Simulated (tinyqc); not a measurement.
From pH1 back to dG_f of the cation: potential-pH (Pourbaix) lines of a metal, its cation, its oxide and an oxyanion, with a complexing ligand. Computed by tinyqc, a small Python program. Command: `OMP_NUM_THREADS=1 python tinyqc.py 3004105 3004106 out.jsonl pourb inv`. One thread of a shared host (Intel(R) Xeon(R) Processor @ 2.30GHz), about 0.02 s of CPU time with the checks.

Potentials are against the standard hydrogen electrode; solids and water have unit activity; dG_f of M, H+ and the electron is zero; F = e N_A and s = R T ln(10)/F. The cation carries z = 2.

Inputs (values chosen for the exercise, modelled on copper):
```
quantity                             value    unit
dG_f of the oxide                   -129.3  kJ/mol
dG_f of the oxyanion               -210.75  kJ/mol
dG_f of water                      -237.14  kJ/mol
temperature T                       298.15       K
log10 of the dissolved activity a       -6       -
```

Species: M, M2+, MO, MO2(2-).

Constants: R = 8.314462618 J/(mol K); e = 1.602176634e-19 C; N_A = 6.02214076e+23 1/mol.

Method. M2+ + 2e = M; MO + 2H+ + 2e = M + H2O; MO2(2-) + 4H+ + 2e = M + 2H2O. For each, E0 = -dG/(z F), and E = E0 + (s/z) log10 a - (s n_H/z) pH, with no activity term for the oxide. Two oxidised species coexist where their lines against the metal cross: pH1 (cation/oxide) = [E0(oxide) - E0(cation)]/s - (log10 a)/z; pH2 (oxide/oxyanion) = {[E0(oxyanion) - E0(oxide)]/s + (log10 a)/z}/(4/z - 1).

Question. A run gave the result below. Find the dG_f of the cation, known to lie between 45 and 77 kJ/mol.

pH1 = 6.588817

Answer.

Each step takes the trial c = (a f_b - b f_a)/(f_b - f_a), f being the result less the target and a, b, c the logarithms of the listed values; c replaces end b, the old b replaces a if the sign of f changed, and otherwise f_a is halved.

Scan of the range:
```
dG_f of the cation (kJ/mol)      pH1
45.0                         8.50455
49.2                         8.13664
53.8                         7.73370
58.9                         7.28696
64.4                         6.80518
70.4                         6.27960
77.0                         5.70147
```

False position (Illinois rule, in the logarithm of the input) inside the bracket:
```
step    end a    end b    trial      pH1
1     64.4000  70.4000  66.8055  6.59447
2     70.4000  66.8055  66.8683  6.58896
3     70.4000  66.8683  66.8716  6.58868
4     66.8683  66.8716  66.8700  6.58882
```

pH1 falls at every point of a 13-point scan of the range (every second point is shown), so one value fits; it is bracketed by 64.4 and 70.4. The scan shows a straight line, so linear interpolation between any two rows gives the answer at once. Answer: dG_f of the cation = 66.87 kJ/mol.
